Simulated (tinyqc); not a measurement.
Comparisons within one model: polytypes by hexagonality, and a cubic inclusion as a quantum well. A value that a table varies takes the place of the one given here.

Gap: E3 + (E2 - E3) h. Valence top Ev2 h and polarisation P2 h, both counted from 3C; Ec = Ev + gap.

A cubic inclusion of width L = N d in the host (h = 1) is a well of depth V = Ec(host) - Ec(3C). Square well with mass mismatch: k tan(k L/2) = (m_w/m_b) q, k = sqrt(m_w E/c), q = sqrt(m_b (V - E)/c), c = hbar^2/2m0, lowest root. The depth of the level, V - E, is its binding, and the transition to the valence top of the host is gap(host) - (V - E). The step in polarisation gives a field |F| = |P|/(eps eps0) in a thin inclusion, eps0 = 8.8541878e-12 F/m.

Constants: hbar^2/2m0 = 3.80998211 eV angstrom^2.

Values chosen for the exercise (of the order of those of InP; the results hold for these values, not for the real material): E3 = 1.423 eV (gap of the cubic polytype); E2 = 1.477 eV (gap of 2H); Ev2 = 0.039 eV (valence top of 2H above that of 3C); P2 = -0.0023 C/m^2 (spontaneous polarisation of 2H); m = (0.081, 0.081) m0 (electron mass along c in the cubic layer and in the host); d = 3.398 angstrom (thickness of a double layer); eps = 12.5 (dielectric constant); N = 15 (double layers in the cubic inclusion).

## Width of the inclusion

Without the field: square well. With it, the potential inside is |F| (z - L/2), the host conduction edge lies at V - |F| L/2 on one side and V + |F| L/2 on the other, and the lowest level E_F is found by finite differences (step 0.25 angstrom, wide box, good to about 1 meV). Holes sit in the host on the high side, so the transition is gap(host) - V + E_F - |F| L/2. A dash: bound by less than 2 meV or not at all.

Results:
```
N   L (angstrom)  depth (eV)  transition (eV)  depth below the low side, with field (eV)  transition with field (eV)
2           6.80       0.002            1.475                                          -                           -
4          13.59       0.008            1.469                                          -                           -
6          20.39       0.015            1.462                                          -                           -
10         33.98       0.031            1.446                                      0.006                       1.400
15         50.97       0.047            1.430                                      0.010                       1.361
20         67.96       0.059            1.418                                      0.011                       1.324
30        101.94       0.072            1.405                                      0.012                       1.253
```

The square well binds a level even at N = 2 (2 meV), as any symmetric one-dimensional well does; the depth grows to 72 of 93 meV, and the transition tends to E3 - Ev(host) = 1.384 eV. With the field the level is bound by 2 meV or more for N = 10, 15, 20 and 30, and the transition is lowered by 45 meV at N = 10 and 152 meV at N = 30, where |F| L/2 = 106 meV. Free carriers or surface charge screen the field and the step between the two sides; with the field removed every row returns to its square-well depth, and the attraction to the hole, left out here, binds the electron further.

## What each parameter does

Well depth, depth of the level, transition without the field and field. Each row changes one parameter from the base and keeps the others.

Results:
```
case                   V (eV)  depth (eV)  transition (eV)  |F| (MV/cm)
base                   0.0930      0.0473           1.4297        0.208
N = 16                 0.0930      0.0499           1.4271        0.208
Ev2 = 0.069 eV         0.1230      0.0700           1.4070        0.208
E3 = 1.403 eV          0.1130      0.0623           1.4147        0.208
E2 = 1.507 eV          0.1230      0.0700           1.4370        0.208
P2 = -0.003 C/m^2      0.0930      0.0473           1.4297        0.271
eps = 13.5             0.0930      0.0473           1.4297        0.192
m = (0.097, 0.081) m0  0.0930      0.0488           1.4282        0.208
```

The largest shifts from the base row, up to three for each result and ties (the steps differ in size, so this ranks the rows, not the parameters). V (eV): Ev2 +0.0300, E2 +0.0300, E3 +0.0200; unchanged at the printed digits by N, P2, eps and m. depth (eV): Ev2 +0.0227, E2 +0.0227, E3 +0.0150; unchanged at the printed digits by P2 and eps. transition (eV): Ev2 -0.0227, E3 -0.0150, E2 +0.0073; unchanged at the printed digits by P2 and eps. |F| (MV/cm): P2 +0.063, eps -0.015; unchanged at the printed digits by N, Ev2, E3, E2 and m.

Program tinyqc; command `OMP_NUM_THREADS=1 python tinyqc.py 1880355 1880356 out.jsonl`; about 0.08 s on one thread of a shared Intel(R) Xeon(R) Processor @ 2.30GHz.
